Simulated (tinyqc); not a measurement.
From results back to parameters: Koster-Slater impurity in an sp3s* host.

Problem. In the Koster-Slater model a defect shifts the s level of its site by Vs and the p levels by Vp; an A1 level solves 1/Vs = G_s(E) and a T2 level 1/Vp = G_p(E), E from the top of the valence band. A defect has an A1 level at E = 0.2894 eV, one of the energies of the table, and a T2 level at 2.0259 eV.

G(E) of the host (1/eV):

| E (eV) | G_s | G_p |
|---|---|---|
| 0.0000 | -0.0273917 | 0.2345250 |
| 0.2894 | -0.0369497 | 0.1635103 |
| 0.5788 | -0.0484155 | 0.1255320 |
| 0.8683 | -0.0628308 | 0.0982356 |
| 1.1577 | -0.0820250 | 0.0763047 |
| 1.4471 | -0.1097038 | 0.0573475 |
| 1.7365 | -0.1550446 | 0.0397956 |
| 2.0259 | -0.2508894 | 0.0218784 |
| 2.3154 | -0.7724540 | -0.0053651 |

Find: Vs, Vp.

Solution. Read G_s and G_p at the two energies and invert them. Vs is attractive and pulls its level down from the conduction bands. Vp is repulsive and pushes its level up from the valence bands.

Vs, Vp (eV): -27.1  45.7

(tinyqc, `OMP_NUM_THREADS=1 python tinyqc.py 1451581 1451582 out.jsonl`, Intel(R) Xeon(R) Processor @ 2.30GHz, 1 thread, shared host, about 0.04 s.)
